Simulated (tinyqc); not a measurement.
Worked calculation: sp3 tight binding, zinc-blende lattice. One step of it, computed by the program tinyqc.

Task: Bloch Hamiltonian at X. Slater-Koster rules over the four bonds with direction cosines (l, m, n): ss V_ss; s-px l V_sp; px-s -l V_sp; px-px l^2 V_pps + (1 - l^2) V_ppp; px-py l m (V_pps - V_ppp); each times exp(i k.d).

Parameters chosen for this model: zinc-blende lattice, anion at 0, cation at a/4 (1,1,1); V = eta hbar^2 / (m d^2), hbar^2/m = 7.619964 eV angstrom^2:

| parameter | value | unit |
|---|---|---|
| a | 5.500000 | angstrom |
| d | 2.381570 | angstrom |
| Es anion | -14.520000 | eV |
| Ep anion | -5.540000 | eV |
| Es cation | -14.520000 | eV |
| Ep cation | -5.540000 | eV |
| eta ss | -1.400000 |  |
| eta sp | 1.840000 |  |
| eta pp sigma | 3.240000 |  |
| eta pp pi | -0.810000 |  |
| V ss | -1.880851 | eV |
| V sp | 2.471975 | eV |
| V pp sigma | 4.352826 | eV |
| V pp pi | -1.088206 | eV |

k point X (2 pi / a): 1  0  0

Give: H(k) at X.

Result:

H(k) at X (eV), lower triangle (Hermitian):
```
               a s          a px          a py          a pz
a s        -14.520
a px         0.000        -5.540
a py         0.000         0.000        -5.540
a pz         0.000         0.000         0.000        -5.540
c s          0.000  0.000+5.709i         0.000         0.000
c px  0.000-5.709i         0.000         0.000         0.000
c py         0.000         0.000         0.000  0.000-7.255i
c pz         0.000         0.000  0.000-7.255i         0.000

          c s    c px    c py    c pz
c s   -14.520
c px    0.000  -5.540
c py    0.000   0.000  -5.540
c pz    0.000   0.000   0.000  -5.540
```
